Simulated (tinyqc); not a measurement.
Precursor delivery by bubblers, mass-transport growth and the solid composition of a III-V alloy: one step, computed by the program tinyqc. Command: `OMP_NUM_THREADS=1 python tinyqc.py 3014293 3014294 out.jsonl movpe_thermo walk`. One thread of a shared host (Intel(R) Xeon(R) Processor @ 2.30GHz), about 0.02 s of CPU time with the checks.

1 sccm = 44.615 micromol/min; 1 torr = 133.322 Pa. The sources decompose fully at the surface.

Problem. Bubblers. log10 p_v = a - b/T_bath; molar flow = F x 44.615 x p_v/(p_b - p_v) for a saturated bubbler.

Inputs (values chosen for the exercise, modelled on trimethylgallium (source 1) and trimethylindium (source 2) for the vapour pressures):

| quantity | value | unit |
|---|---|---|
| bath temperature T1 | 259 | K |
| bath temperature T2 | 292 | K |
| bubbler pressure p_b | 1000 | torr |
| carrier flow F1 | 13 | sccm |
| carrier flow F2 | 210 | sccm |

constants a, b of source 1 (log10 torr, K): 8.062  1703

constants a, b of source 2 (log10 torr, K): 10.55  3014

Give: vapour pressure 1; molar flow 1; vapour pressure 2; molar flow 2.

Solution.

vapour pressure 1 = 30.670 torr

molar flow 1 = 18.351 micromol/min

vapour pressure 2 = 1.6908 torr

molar flow 2 = 15.868 micromol/min

One kelvin of bath error changes flow 1 by 6.0 % and flow 2 by 8.2 %.
